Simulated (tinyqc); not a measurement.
Three structures under pressure: Born-Mayer model of an ionic crystal AB. Computed by tinyqc, a small Python program. Command: `OMP_NUM_THREADS=1 python tinyqc.py 3021718 3021719 out.jsonl bornmayer walk`. One thread of a shared host (Intel(R) Xeon(R) Processor @ 2.30GHz), about 0.01 s of CPU time with the checks.

Energies are per ion pair and r is the nearest distance of unlike ions.

Inputs (values chosen for the exercise, for a model salt): ionic charge z = 1; unlike repulsion lambda = 6210 eV; range rho = 0.289 angstrom.

Structure: rock salt. Short range: nearest neighbours only.

Constants: e^2/(4 pi eps_0) = 14.39964548 eV angstrom; 1 eV/angstrom^3 = 160.2176634 GPa.

Method:
- Madelung constant M, unlike neighbours z1, like neighbours z2 at f r, volume per pair: rock salt 1.747565, 6, 12, sqrt2, 2 r^3; caesium chloride 1.762675, 8, 6, 2/sqrt3, 8 r^3/(3 sqrt3); zinc blende 1.638055, 4, 12, sqrt(8/3), 16 r^3/(3 sqrt3).
- U(r) = -M z^2 e^2/(4 pi eps_0 r) + z1 lambda exp(-r/rho).
- With the volume written as c r^3, under pressure take the root at the minimum of the enthalpy and solve U'(r) + 3 c r^2 P = 0; H = U + P V; B = (U'' - 2 U'/r)/(9 c r).

Enthalpy (eV per pair):
```
P (GPa)  rock salt  caesium chloride  zinc blende
0           -7.302            -7.163       -7.092
2           -6.570            -6.540       -6.107
5           -5.555            -5.668       -4.775
10          -4.005            -4.325       -2.777
20          -1.216            -1.888        0.755
40           3.673             2.422        6.847
70          10.082             8.115       14.721
100         15.840            13.258       21.723
```

volumes at zero pressure (angstrom^3): rock salt 61.187, caesium chloride 51.698, zinc blende 83.658

What follows from these numbers?

At zero pressure the order is rock salt < caesium chloride < zinc blende. Between 2 and 5 GPa the lowest enthalpy passes from rock salt to caesium chloride. Pressure favours the denser structure, through P V. The Madelung constants, the number of repulsive contacts and the volumes (61.2, 51.7, 83.7 angstrom^3 at P = 0) all matter. Caution: rigid ions with fixed charges leave out polarisation and covalency, so such models often misplace transition pressures.

Extremes, crossings and ranges named in words are read from the listed rows.
